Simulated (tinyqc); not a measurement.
Carrier lifetime from Shockley-Read-Hall, radiative, Auger and surface recombination: one step, computed by the program tinyqc. Command: `OMP_NUM_THREADS=1 python tinyqc.py 3016155 3016156 out.jsonl lifetime walk`. One thread of a shared host (Intel(R) Xeon(R) Processor @ 2.30GHz), about 0.02 s of CPU time with the checks.

Energies are counted from the top of the valence band. Boltzmann statistics, full ionisation, and equal excess densities of electrons and holes.

Question. Lifetimes at the given injection. With n = n_0 + dn, p = p_0 + dn and U/dn = 1/tau: (n p - n_i^2)/dn = n_0 + p_0 + dn = s; 1/tau_SRH = s/[tau_p0 (n + n1) + tau_n0 (p + p1)]; 1/tau_rad = B s; 1/tau_Aug = (C_n n + C_p p) s; the rates add, with 1/tau_s. Radiative efficiency = tau_eff/tau_rad; effective diffusion length = sqrt(D tau_eff).

Inputs (values chosen for the exercise, with bands modelled on ZnSe):
```
quantity                   value    unit
temperature T                300       K
radiative coefficient B  2.1e-10  cm^3/s
Auger coefficient C_n    1.2e-30  cm^6/s
Auger coefficient C_p    3.2e-30  cm^6/s
excess density dn          3e+12   cm^-3
diffusion coefficient D       16  cm^2/s
```

Doping: n-type. Surface term: two equal surfaces.

n_0 = 6.80e+15 cm^-3

p_0 = 4.790553e-25 cm^-3

tau_p0 = 3.717394e-05 s

n1 = 1.463208e-04 cm^-3

tau_n0 = 7.586662e-07 s

p1 = 2.226325e-05 cm^-3

tau_s = 6.631113e-07 s

Give: tau_SRH at dn; tau_rad at dn; tau_Aug at dn; effective lifetime at dn; radiative efficiency at dn; effective diffusion length at dn.

Answer.

tau_SRH at dn = 3.717e-05 s

tau_rad at dn = 7.000e-07 s

tau_Aug at dn = 0.01798 s

effective lifetime at dn = 3.374e-07 s

radiative efficiency at dn = 0.4821

effective diffusion length at dn = 23.24 micrometre
